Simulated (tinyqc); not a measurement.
Bulk transistor, scale length and short-channel effects: two steps of the calculation.

A gate, an insulator of thickness ti and a depleted layer of depth ts on a conducting body. Below threshold the potential that source and drain add obeys Laplace's equation and vanishes on the gate and at the bottom of the depleted layer. Its lowest mode decays along the channel as exp(-k y); k is the smallest positive root of the matching condition at the interface, and the scale length is Lambda = pi/k.

Values chosen for this exercise; permittivities: semiconductor close to that of silicon, insulator close to that of zirconium oxide: relative permittivity of the semiconductor eps_r = 11.9; relative permittivity of the insulator ei = 24.6; insulator thickness ti = 4.4 nm; depletion depth ts = 8 nm.

Task 1. Scan of the matching condition. f(k) = eps_r sin(k ti) cos(k ts) + ei cos(k ti) sin(k ts).

```
point,k (1/nm)
0,0.05375
1,0.1075
2,0.16125
3,0.215
4,0.26875
5,0.3225
6,0.37625
7,0.43
```

Find: f(k).

Result 1.

```
point,f(k)
0,12.50
1,20.13
2,20.08
3,12.79
4,1.77
5,-7.98
6,-12.03
7,-8.51
```

The first change of sign lies between k = 0.26875 and 0.3225 1/nm.

Task 2. Scale length against simple estimates. Lambda = pi/k and l = 1/k. A parabolic potential across the structure gives l(parabolic) = sqrt((eps_r/ei) ts ti).

k = 0.27728914 1/nm

Give: Lambda; l; l(parabolic).

Result 2.

Lambda = 11.33 nm
l = 3.606 nm
l(parabolic) = 4.126 nm

Computed by the program tinyqc: `OMP_NUM_THREADS=1 python tinyqc.py 2420020 2420021 out.jsonl`, one thread of a shared Intel Xeon 2.30GHz, about 0.01 s for the whole run.
